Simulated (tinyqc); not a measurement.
Kinetic Monte Carlo and master equation for a particle on a ring of sites with traps and bias: one step, computed by the program tinyqc.

5 sites on a ring, numbered 1 to 5. The saddle between i and i+1 lies at E0 + s b_i and site i at s eps_i; a force F tilts the landscape, with the saddle half-way.

Question. Twelve steps of the residence-time algorithm. Start on site 1 at t = 0. Hop right if r1 is below the share right, else left; advance the clock by -ln(r2) times the mean stay.

Inputs (values chosen for the exercise, for a model defect): temperature T = 600 K.

Disorder: random barriers.

Random numbers:
```
step      r1      r2
1     0.8971  0.1416
2     0.8188  0.3037
3     0.2684  0.2288
4     0.0526  0.1959
5     0.1963  0.4838
6     0.1067  0.0346
7     0.2372  0.9068
8     0.1172  0.4709
9     0.4304  0.7744
10    0.2733  0.9130
11    0.9544  0.4688
12    0.9553  0.4968
```

Rates, shares of right hops and mean stays:
```
site  k right (1/s)  k left (1/s)  share right  mean stay (s)
1      1.312744e+08  6.145804e+07    0.6811226   5.188539e-09
2      1.146523e+08  9.048389e+07    0.5589082   4.874810e-09
3      7.348374e+07  7.902670e+07    0.4818276   6.556928e-09
4      2.636397e+07  5.065034e+07    0.3423256   1.298460e-08
5      8.916359e+07  1.817197e+07    0.8306995   9.316577e-09
```

Give: Trajectory.

Answer.

Trajectory:
```
step  site    hop    wait (s)   clock (s)  net hops
1        1   left  1.0142e-08  1.0142e-08        -1
2        5  right  1.1103e-08  2.1245e-08         0
3        1  right  7.6526e-09  2.8898e-08         1
4        2  right  7.9467e-09  3.6844e-08         2
5        3  right  4.7609e-09  4.1605e-08         3
6        4  right  4.3679e-08  8.5284e-08         4
7        5  right  9.1147e-10  8.6196e-08         5
8        1  right  3.9075e-09  9.0103e-08         6
9        2  right  1.2463e-09  9.1349e-08         7
10       3  right  5.9681e-10  9.1946e-08         8
11       4   left  9.8369e-09  1.0178e-07         7
12       3   left  4.5870e-09  1.0637e-07         6
```
